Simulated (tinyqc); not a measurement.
Inside a calculation: virtual-crystal alloy in the empirical-pseudopotential method. Values are carried at full precision from step to step, so a last printed digit may differ when a step is redone from the rounded ones.

Virtual crystal A(1-x)B(x): a = (1 - x) a_A + x a_B. Rule linear: V = (1 - x) V_A + x V_B. Rule volume: V = [(1 - x) a_A^3 V_A + x a_B^3 V_B]/a^3, since a form factor is an atomic potential divided by the cell volume.

Constants: hbar^2/2m0 = 3.80998211 eV angstrom^2; Ry = 13.60569312 eV.

Parameters, chosen for this exercise (classic local form factors of the size used for GaAs (A) and InAs (B), which place X and L only to a few tenths of an eV; the results hold for these values, not for the real material): a = (5.642, 6.031) angstrom (lattice constants of A, B); VSA = (-0.226, 0.01, 0.061) Ry (symmetric form factors of A); VAA = (0.069, 0.049, 0.009) Ry (antisymmetric form factors of A); VSB = (-0.221, 0, 0.049) Ry (symmetric form factors of B); VAB = (0.08, 0.05, 0.029) Ry (antisymmetric form factors of B); rule = linear (mixing rule); x = 0.88 (fraction of B).

## The virtual crystal

Form a, the two weights and the form factors.

a = 5.9843 angstrom

weights of A and B: [0.12000, 0.88000]

VS at 3, 8, 11 (Ry): [-0.22160, 0.00120, 0.05044]

VA at 3, 4, 11 (Ry): [0.07868, 0.04988, 0.02660]

## The six lowest plane waves at X

Empirical pseudopotential on the fcc lattice, atoms at +/- tau, tau = a (1,1,1)/8, no spin-orbit coupling. H(G,G') = c (2 pi/a)^2 |k + G|^2 delta + VS(q) cos(q.tau) + i VA(q) sin(q.tau), q = G - G', c = hbar^2/2m0; k and G in units of 2 pi/a; VS at |q|^2 = 3, 8, 11 and VA at 3, 4, 11, in rydberg, zero elsewhere. At each k the basis holds all G with |k + G|^2 up to 16; energies are counted from the fourth level at Gamma.

k = (1,0,0) with the small basis G = (0,0,0), (-2,0,0), (-1,1,1), (-1,-1,-1), (-1,1,-1), (-1,-1,1) in place of the full one.

H in this small basis (eV), rows 000, -200, -1+1+1, -1-1-1, -1+1-1, -1-1+1 and columns alike:
```
[[4.200, 0.679i, -2.132-0.757i, 2.132+0.757i, -2.132+0.757i, -2.132+0.757i],
 [-0.679i, 4.200, 2.132-0.757i, -2.132+0.757i, -2.132-0.757i, -2.132-0.757i],
 [-2.132+0.757i, 2.132+0.757i, 8.400, -0.016, 0.679i, 0.679i],
 [2.132-0.757i, -2.132-0.757i, -0.016, 8.400, -0.679i, -0.679i],
 [-2.132-0.757i, -2.132+0.757i, -0.679i, 0.679i, 8.400, 0.016],
 [-2.132-0.757i, -2.132+0.757i, -0.679i, 0.679i, 0.016, 8.400]]
```

## Levels in the small basis

Diagonalise; the gap between the fourth and fifth level is a first estimate of the direct gap at X.

levels (absolute scale of H) (eV): [-0.752, 3.645, 8.384, 8.384, 11.008, 11.333]

gap = 2.624 eV

The full basis gives 3.821 eV for this gap.

## The lowest conduction band along Gamma-X and at L

Full basis at each k.

Levels (eV):
```
k           band 3  band 4  band 5  band 6
L           -0.730  -0.730   1.501   4.953
(0.00,0,0)   0.000   0.000   0.532   4.486
(0.20,0,0)  -0.259  -0.259   1.940   3.988
(0.40,0,0)  -0.809  -0.809   2.992   3.515
(0.60,0,0)  -1.355  -1.355   2.416   3.408
(0.70,0,0)  -1.556  -1.556   2.204   3.045
(0.80,0,0)  -1.701  -1.701   2.075   2.716
(0.85,0,0)  -1.752  -1.752   2.037   2.586
(0.90,0,0)  -1.790  -1.790   2.014   2.484
(1.00,0,0)  -1.820  -1.820   2.001   2.397
```

On these points band 5 is lowest at (0.00,0,0), 0.532 eV above the valence top: in this model the gap is direct, by a margin of 969 meV.

## Checks

- Fifth band at (0.85,0,0) against the equivalent point (0,0,-0.85), on the absolute scale of H (eV): both 9.4413.

Program tinyqc; command `OMP_NUM_THREADS=1 python tinyqc.py 1050885 1050886 out.jsonl`; about 0.2 s on one thread of a shared Intel(R) Xeon(R) Processor @ 2.30GHz.
